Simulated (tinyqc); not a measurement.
Metal gate on a two-layer dielectric stack with fixed charge and a dipole: two steps of the calculation.

Gate, layer 2, layer 1, p-type semiconductor; x runs from the gate inwards. Charges are counted in units of +q. psi is the band bending at the surface, positive towards inversion. Classical charge, Boltzmann statistics, no interface traps.

Parameters, values chosen for the exercise; band and dielectric values close to those of silicon, layer 1 close to silicon dioxide, layer 2 close to hafnium oxide:
- T = 300 K (temperature)
- Eg = 1.1 eV (band gap)
- eps_r = 11.7 (relative permittivity)
- Nc = 2.85e19 cm^-3 (conduction-band density of states at T)
- Nv = 2.7e19 cm^-3 (valence-band density of states at T)
- chi = 4.07 eV (electron affinity)
- Na = 9.7e16 cm^-3 (acceptor density)
- pM = 4.23 eV (work function of the gate metal)
- t1 = 1.2 nm (thickness of layer 1, next to the semiconductor)
- e1 = 3.86 (relative permittivity of layer 1)
- t2 = 2 nm (thickness of layer 2, next to the gate)
- e2 = 22.2 (relative permittivity of layer 2)
- Q1 = 1.5e11 cm^-2 (fixed charge at the semiconductor interface)
- Q2 = 3.4e12 cm^-2 (fixed charge between the layers)
- r1 = 1.4e18 cm^-3 (uniform charge density in layer 1)
- r2 = 0 cm^-3 (uniform charge density in layer 2)
- Vd = 0 V (flat-band shift by a dipole layer between the layers)
- ps = 0.66 V (band bending psi of the working point)

Constants: q = 1.602176634e-19 C, kB = 1.380649e-23 J/K, Vt = kB T/q, eps0 = 8.8541878128e-14 F/cm where lengths are in cm. Results are converted to the units shown.

Question 1. Charge in the semiconductor. ni = sqrt(Nc Nv) exp(-Eg/(2 Vt)), Eg in volts. Qs = -sign(psi) sqrt(2 q eps0 eps_r Na Vt [exp(-u) + u - 1 + (ni/Na)^2 (exp(u) - u - 1)]), u = psi/Vt.

Give: Qs.

Answer 1.

Qs = -0.14291 uC/cm^2

The surface is depleted or weakly inverted.

Question 2. Fields and voltage drops. EOT = 3.9 (t1/e1 + t2/e2), Cox = eps0/(t1/e1 + t2/e2); phi_ms = pM - (chi + Eg - Vt ln(Nv/Na)).

Gauss: D = -Qs just inside the semiconductor; going towards the gate subtract q Q1, then q r1 t1, q Q2 and q r2 t2. Field = D/(eps0 e); the drop over a layer is its mean field times its thickness; Vg = phi_ms + Vd + psi + both drops.

Qs = -0.14290521 uC/cm^2

Give: D; field; drop over layer 2; drop over layer 1; Vg.

Answer 2.

```
place                        D (uC/cm^2)  field (MV/cm)
layer 2, gate side               -0.4528        -0.2304
layer 2, inner side              -0.4528        -0.2304
layer 1, outer side               0.0920         0.2691
layer 1, semiconductor side       0.1189         0.3478
semiconductor surface             0.1429         0.1379
```

drop over layer 2 = -0.04607 V
drop over layer 1 = 0.03701 V
Vg = -0.1435 V

The same Vg follows from Vfb + psi - Qs/Cox. The largest field, 0.348 MV/cm in size, is at: layer 1, semiconductor side.

Numbers from tinyqc (`OMP_NUM_THREADS=1 python tinyqc.py 2010035 2010036 out.jsonl`; about 0.01 s on one thread of a shared Intel Xeon 2.30GHz).
